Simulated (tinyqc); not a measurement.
Polarisation charge from two barrier thicknesses.

Inverse problem. Voff = phiB - dEc - q sigma d/(eps0 eb). Find sigma, phiB - dEc and the thickness at which Voff = 0.

Constants: q = 1.602176634e-19 C, eps0 = 8.8541878128e-14 F/cm where lengths are in cm. Results are converted to the units shown.

Voff at d = 15 and 29 nm (V): -1.8138888  -4.2425051
eb = 9.1884000

Answer. Voff is a straight line in d: its slope is -q sigma/(eps0 eb) and its intercept phiB - dEc.

sigma = 8.809e12 cm^-2
phiB - dEc = 0.7882 V
thickness for Voff = 0 = 4.544 nm

Program tinyqc, `OMP_NUM_THREADS=1 python tinyqc.py 2180075 2180076 out.jsonl`; Intel Xeon 2.30GHz, shared host, one thread, about 0.01 s.
